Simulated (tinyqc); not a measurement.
Worked calculation: finite-size error of a charged defect in a periodic cell: Madelung and Makov-Payne terms. Computed by tinyqc, a small Python program that keeps every step. Command: `OMP_NUM_THREADS=1 python tinyqc.py 3020554 3020555 out.jsonl imagecharge walk`. One thread of a shared host (Intel(R) Xeon(R) Processor @ 2.30GHz), about 0.02 s of CPU time with the checks. Intermediate numbers are printed to about 7 digits and carried at full precision; extremes and crossings named in words are read from the listed rows.

L is the cube root of the cell volume. The defect charge is a Gaussian, rho(r) = q (2 pi sigma^2)^(-3/2) exp(-r^2/2 sigma^2), repeated periodically in a uniform neutralising background and screened by a continuum. The model cell energy is E(L) = E_0 + [periodic - isolated electrostatic energy].

Inputs (values chosen for the exercise, with screening close to that of AlN):

| quantity | value | unit |
|---|---|---|
| charge q | -3 | e |
| cell length L | 9.04 | angstrom |
| dielectric constant eps | 8.81 | - |
| width sigma of the defect charge | 1.4 | angstrom |
| formation energy of the isolated defect E_0 | 4.477 | eV |

Supercell lattice: sc. Screening: isotropic.

scatter added to the six cells, standing for numerical noise (meV): -0.56  2.3  -0.3  1.8  -0.6  -0.12

Constants: e^2/(4 pi eps_0) = 14.39964548 eV angstrom.

## The cell

Cell vectors: (1,0,0), (0,1,0), (0,0,1), scaled to volume L^3.

cell vectors (rows) (angstrom):
```
      1     2     3
1  9.04  0.00  0.00
2  0.00  9.04  0.00
3  0.00  0.00  9.04
```

nearest image = 9.04 angstrom

## Madelung energy

Ewald sum for a unit point charge: scale each Cartesian component of the cell by 1/sqrt(eps_i), giving R', G' and V'; E = [ (1/2) sum erfc(eta R')/R' + (2 pi/V') sum exp(-G'^2/4 eta^2)/G'^2 - eta/sqrt(pi) - pi/(2 V' eta^2) ] e^2/(4 pi eps_0) / sqrt(eps_x eps_y eps_z), over n_i = -6..6, omitting n = (0,0,0), eta = 2/V'^(1/3). alpha = -2 E eps_g L/(e^2/(4 pi eps_0)), eps_g = (eps_x eps_y eps_z)^(1/3).

terms for a unit charge (eV): real space 0.0025863, reciprocal 0.0159334, self -0.2040152, background -0.0710015

Madelung constant alpha = 2.837297

point-charge correction -q^2 E = 2.308473 eV

## Energy of the smeared charge in the cell

Periodic energy of the Gaussian: (2 pi q^2/V) sum_(G != 0) exp(-sigma^2 G^2)/(G.eps.G) x e^2/(4 pi eps_0), n_i = -k..k with k = max(9, L/sigma rounded up). Isolated energy: q^2/(2 sqrt(pi) sigma) <1/(n.eps.n)> e^2/(4 pi eps_0), the mean over directions n, here 1/eps.

periodic energy = 0.9007680 eV

isolated energy = 2.964049 eV

finite-size error = -2.063281 eV

E(L) = 2.413719 eV

## Makov-Payne correction

Second radial moment Q = q <r^2> = 3 q sigma^2; E(corrected) = E(L) + q^2 alpha e^2/(4 pi eps_0)/(2 eps L) - 2 pi q Q e^2/(4 pi eps_0)/(3 eps L^3). Errors left are the corrected energies less E_0.

Q = -17.64 e angstrom^2

third-order term = -0.2452161 eV

error left after the first term = 0.2451919 eV

error left after both terms = -2.428141e-05 eV

third-order over first-order term, in size = 0.1062244

The point-charge term alone overcorrects by 0.245 eV, 11 % of itself; both terms leave -2.4e-5 eV, from the overlap of the Gaussian tails.

## A series of cells

Cells of the same shape with L scaled by 0.7, 0.85, 1, 1.25, 1.5 and 2; the scatter is added to E(L). The point-charge correction scales as 1/L from its value at the input L.

Scaling data:

| L (angstrom) | 1/L (1/angstrom) | E(L) (eV) | E(L) + point-charge correction (eV) |
|---|---|---|---|
| 6.328 | 0.1580278 | 1.883762 | 5.181581 |
| 7.684 | 0.1301406 | 2.162145 | 4.877996 |
| 9.040 | 0.1106195 | 2.413419 | 4.721892 |
| 11.300 | 0.0884956 | 2.757572 | 4.604351 |
| 13.560 | 0.0737463 | 3.010074 | 4.549057 |
| 18.080 | 0.0553097 | 3.353295 | 4.507532 |

## Ways to reach the isolated limit

Least-squares fits of E(L) to a + b/L, a + c/L^3 or a + b/L + c/L^3; the estimate is a, and errors are against E_0.

Estimates of E_0:

| way | estimate (eV) | error (meV) |
|---|---|---|
| largest cell, uncorrected | 3.353295 | -1123.705 |
| largest cell, point-charge term | 4.507532 | 30.532 |
| 1/L fit, three smallest | 3.627391 | -849.609 |
| 1/L fit, all six | 4.072860 | -404.140 |
| 1/L^3 fit, all six | 3.118428 | -1358.572 |
| 1/L and 1/L^3, three smallest | 4.367029 | -109.971 |
| 1/L and 1/L^3, all six | 4.464545 | -12.455 |
| corrected data, 1/L^3 fit | 4.479292 | 2.292 |

coefficient b of the full fit = -20.64245 eV angstrom

Best here: corrected data, 1/L^3 fit (+2.3 meV); worst: 1/L^3 fit, all six (-1359 meV). The fitted b is 98.9 % of the Madelung value -q^2 alpha e^2/(8 pi eps_0 eps_g), so such a fit also measures the screening. A pure 1/L fit lands below E_0, because the positive 1/L^3 term flattens the small-cell points.

Checks made by the program: the same sum with another eta (relative difference below 1e-10); both terms against the exact model when the clouds do not overlap (relative difference below 1e-10).
